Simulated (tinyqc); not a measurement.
# Band offsets from two capacitances

Question. A p-n heterojunction (1: p-type, 2: n-type) in the depletion approximation obeys 1/C^2 = 2 (er1 N1 + er2 N2)(Vbi - V)/(q eps0 er1 er2 N1 N2), with Vbi = dEc + Eg1 - Vt ln(Nc2 Nv1/(N1 N2)), dEc = Ec2 - Ec1 and dEv = Eg2 - Eg1 - dEc. Find N2, Vbi, dEc and dEv.

Inputs (values chosen for the exercise); band and dielectric values close to those of CdS and CdTe: temperature T = 300 K; band gap of material 1 Eg1 = 2.45 eV; relative permittivity of material 1 er1 = 8.99; valence-band density of states of material 1 Nv1 = 1.82e19 cm^-3; band gap of material 2 Eg2 = 1.51 eV; relative permittivity of material 2 er2 = 10.1; conduction-band density of states of material 2 Nc2 = 8.15e17 cm^-3; acceptor density of material 1 N1 = 1.7e18 cm^-3.

Constants: q = 1.602176634e-19 C, kB = 1.380649e-23 J/K, Vt = kB T/q, eps0 = 8.8541878128e-14 F/cm where lengths are in cm. Results are converted to the units shown.

C at V = 0 and -5.3 V (nF/cm^2): 54.904931  30.814060

Solution. The slope of 1/C^2 against -V is (2/(q eps0)) (1/(er2 N2) + 1/(er1 N1)), which gives N2; the intercept is Vbi, and the offsets follow.

N2 = 1.10e17 cm^-3
Vbi = 2.44 V
dEc = 0.100 eV
dEv = -1.04 eV

tinyqc, about 0.1 s, one thread, Intel Xeon 2.30GHz (shared host): `OMP_NUM_THREADS=1 python tinyqc.py 2040109 2040110 out.jsonl`
